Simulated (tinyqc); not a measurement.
Donor or exciton in a quantum well (variational effective-mass method): one step, computed by the program tinyqc.

Electron and hole in their lowest subbands f(z) = cos(pi z/L); relative in-plane motion exp(-rho/lambda) (separable trial function), H = -nabla_rho^2 - 2/sqrt(rho^2 + (z_e - z_h)^2) in effective units. Mass and screening are the same in well and barrier; l = L/a* is the width in effective units. Bands are flat: no polarisation or applied field.

Question. Best radius. k = pi/l; f = cos(k z) inside and zero outside. Binding E_b(lambda) = -1/lambda^2 + (8/lambda^2) int_0^l P(z) g(z) dz, with P(z) = (2/l) [(1 - z/l)(1 + cos(2 pi z/l)/2) + (3/(4 pi)) sin(2 pi z/l)] the distribution of |z_e - z_h| and g(z) = int_z^infinity exp(-2 sqrt(r^2 - z^2)/lambda) dr = int_0^infinity exp(-2 rho/lambda) rho/sqrt(rho^2 + z^2) d rho; 40 Gauss-Legendre points in z and 40 in t with rho = lambda t/(1 - t). Golden-section search for the maximum over lambda from 0.3 to 4, 40 steps.

Centre: exciton. Barriers: infinite.

l = 1.324780

Ry* = 6.114217 meV

a* = 9.812953 nm

Give: best lambda; binding in Ry*; binding energy; radius lambda a*.

Answer.

best lambda = 0.95517 a*

binding in Ry* = 1.8510

binding energy = 11.317 meV

radius lambda a* = 9.3731 nm

Confinement changes the binding by a factor 1.851 against the bulk value (limits: 4 in two dimensions, 1 inside a wide well, which this separable form does not reach).
